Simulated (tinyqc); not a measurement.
## Trap depth and cross-section from two peaks

Problem. A DLTS peak lies where ew = sn g T^2 exp(-Et/kB T), g = vth Nc/(300 K)^2. Find Et and sn.

Values chosen for this exercise: conduction-band density of states at 300 K Nc = 1.72e19 cm^-3; thermal velocity at 300 K vth = 1.9e7 cm/s.

Constants: q = 1.602176634e-19 C, kB = 1.380649e-23 J/K. Results are converted to the units shown.

peak temperatures for ew = 20 and 2000 1/s (K): [403.52293, 497.58816]

Answer. The slope of ln(ew/T^2) against q/kB T is -Et, and the intercept is ln(sn g).

Et = 0.770 eV
sn = 1.40e-16 cm^2

Numbers from tinyqc (`OMP_NUM_THREADS=1 python tinyqc.py 2050023 2050024 out.jsonl`; about 0.01 s on one thread of a shared Intel Xeon 2.30GHz).
